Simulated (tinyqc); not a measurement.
Hall effect and magnetoresistance of several carrier groups with constant relaxation times: one step, computed by the program tinyqc. Command: `OMP_NUM_THREADS=1 python tinyqc.py 3009914 3009915 out.jsonl hall2 walk`. One thread of a shared host (Intel(R) Xeon(R) Processor @ 2.30GHz), about 0.01 s of CPU time with the checks.

Group 1 has charge -e and group 2 charge +e; s_i is that sign. B lies along z; mu B is formed with mu in m^2/(V s).

Task: Conductivity of each group. sigma_xx = sum n_i e mu_i/(1 + mu_i^2 B^2); sigma_xy = sum s_i n_i e mu_i^2 B/(1 + mu_i^2 B^2).

Inputs (values chosen for the exercise, for a model conductor):

| quantity | value | unit |
|---|---|---|
| density n1 | 7.9e+17 | 1/cm^3 |
| mobility mu1 | 13000 | cm^2/(V s) |
| density n2 | 7.9e+17 | 1/cm^3 |
| mobility mu2 | 390 | cm^2/(V s) |
| magnetic field B | 9.2 | T |

Carriers: compensated semimetal. Densities: per volume.

Constants: e = 1.602176634e-19 C.

Give: Parts (S/cm); sigma_xx; sigma_xy; sigma at B = 0.

Result:

Parts (S/cm):

| group | mu B | sigma_xx | sigma_xy |
|---|---|---|---|
| group 1 | 11.96 | 11.423 | -136.62 |
| group 2 | 0.3588 | 43.733 | 15.691 |

sigma_xx = 55.156 S/cm

sigma_xy = -120.93 S/cm

sigma at B = 0 = 1694.8 S/cm
